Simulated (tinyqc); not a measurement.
# Capacitance of parallel on-chip lines from Laplace's equation on a mesh, step by step

Program tinyqc, `OMP_NUM_THREADS=1 python tinyqc.py 2790197 2790198 out.jsonl`; Intel Xeon 2.30GHz, shared host, one thread, about 0.8 s. Printed values are rounded.

Cross-section of an endless row of equal lines between two grounded planes; neighbours are driven in antiphase (+1 V and -1 V), so the plane midway between two lines is at 0 V. By symmetry one quarter is solved: x runs from the centre of a line (column 0, mirror) to that midplane (column 4, 0 V), y from the mid-height of the line (row 0, mirror) to the ground plane (row 3, 0 V). The line fills columns 0 to 2 and rows 0 to 1 at 1 V. Cells beside the line (below row 1) have e2, cells above have e1. Each link between nodes has the conductance g = mean permittivity of the two cells beside it (a cell beyond a mirror counts as 0), and the free nodes obey sum g (V_neighbour - V) = 0.

Values chosen for this exercise:

| symbol | value | unit | meaning |
|---|---|---|---|
| e1 | 2.4 |  | relative permittivity above and below the lines |
| e2 | 2 |  | relative permittivity between the lines |
| om | 1.2 |  | over-relaxation factor |

Constants: eps0 = 8.8541878128e-12 F/m. Results are converted to the units shown.

## Link conductances

gx[j, i] joins node (row j, column i) to column i + 1, gy[j, i] to row j + 1.

gx:

|  | col 0 | col 1 | col 2 | col 3 |
|---|---|---|---|---|
| row 0 | 1 | 1 | 1 | 1 |
| row 1 | 2.2 | 2.2 | 2.2 | 2.2 |
| row 2 | 2.4 | 2.4 | 2.4 | 2.4 |
| row 3 | 1.2 | 1.2 | 1.2 | 1.2 |

gy:

|  | col 0 | col 1 | col 2 | col 3 | col 4 |
|---|---|---|---|---|---|
| row 0 | 1 | 2 | 2 | 2 | 1 |
| row 1 | 1.2 | 2.4 | 2.4 | 2.4 | 1.2 |
| row 2 | 1.2 | 2.4 | 2.4 | 2.4 | 1.2 |

## Iteration 1: relaxation sweep

V at the start (V):

|  | col 0 | col 1 | col 2 | col 3 | col 4 |
|---|---|---|---|---|---|
| row 0 | 1 | 1 | 1 | 0 | 0 |
| row 1 | 1 | 1 | 1 | 0 | 0 |
| row 2 | 0 | 0 | 0 | 0 | 0 |
| row 3 | 0 | 0 | 0 | 0 | 0 |

One sweep visits the free nodes row by row from row 0, left to right, and replaces V by V + om (weighted mean of the neighbours - V), using new values at once.

V after sweep 1 (V):

|  | col 0 | col 1 | col 2 | col 3 | col 4 |
|---|---|---|---|---|---|
| row 0 | 1.000000 | 1.000000 | 1.000000 | 0.300000 | 0.000000 |
| row 1 | 1.000000 | 1.000000 | 1.000000 | 0.381818 | 0.000000 |
| row 2 | 0.300000 | 0.390000 | 0.417000 | 0.239645 | 0.000000 |
| row 3 | 0.000000 | 0.000000 | 0.000000 | 0.000000 | 0.000000 |

## Iteration 2: relaxation sweep

As before.

V after sweep 2 (V):

|  | col 0 | col 1 | col 2 | col 3 | col 4 |
|---|---|---|---|---|---|
| row 0 | 1.000000 | 1.000000 | 1.000000 | 0.469091 | 0.000000 |
| row 1 | 1.000000 | 1.000000 | 1.000000 | 0.430000 | 0.000000 |
| row 2 | 0.474000 | 0.489300 | 0.435284 | 0.211656 | 0.000000 |
| row 3 | 0.000000 | 0.000000 | 0.000000 | 0.000000 | 0.000000 |

## Course of the relaxation

Stop when no node changes by 1e-7 V. C = 4 eps0 sum g (difference of V along the link)^2, in aF/um.

Course of the iteration:

| sweep | C (aF/um) | largest change (V) |
|---|---|---|
| 1 | 189.9346 | 0.417 |
| 2 | 180.8322 | 0.174 |
| 3 | 180.6149 | 0.0248 |
| 4 | 180.5866 | 0.0111 |
| 5 | 180.5857 | 1.90e-3 |
| 6 | 180.5856 | 6.55e-4 |
| 7 | 180.5856 | 5.88e-5 |
| 8 | 180.5856 | 1.62e-5 |
| 9 | 180.5856 | 2.33e-6 |
| 10 | 180.5856 | 1.52e-6 |
| 11 | 180.5856 | 1.17e-7 |
| 12 | 180.5856 | 5.30e-8 |

Converged in 12 sweeps. Over the last four sweeps the change shrinks by about 0.24 a sweep. C comes down from above, since the solution minimises the energy.

## Capacitance per length

converged V (V):

|  | col 0 | col 1 | col 2 | col 3 | col 4 |
|---|---|---|---|---|---|
| row 0 | 1.000000 | 1.000000 | 1.000000 | 0.455056 | 0.000000 |
| row 1 | 1.000000 | 1.000000 | 1.000000 | 0.410112 | 0.000000 |
| row 2 | 0.488764 | 0.477528 | 0.421348 | 0.207865 | 0.000000 |
| row 3 | 0.000000 | 0.000000 | 0.000000 | 0.000000 | 0.000000 |

C = 4 eps0 sum g (difference of V)^2 over all links (twice the energy of the four quarters, line at 1 V). Plate estimate without fringing: eps0 [2 e1 w/hd + 2 e2 t/(s/2)], w = 4 hx, t = 2 hx, s/2 = 2 hx, hd = 2 hx.

C = 180.5856 aF/um
plate estimate = 120.4170 aF/um

C depends on the shape only, not on the mesh step hx. Meshes 6, 12 and 24 times finer extrapolate (Aitken) to 167.1 aF/um; this mesh is 8.1 % above that, and the plate estimate is 28 % below it.
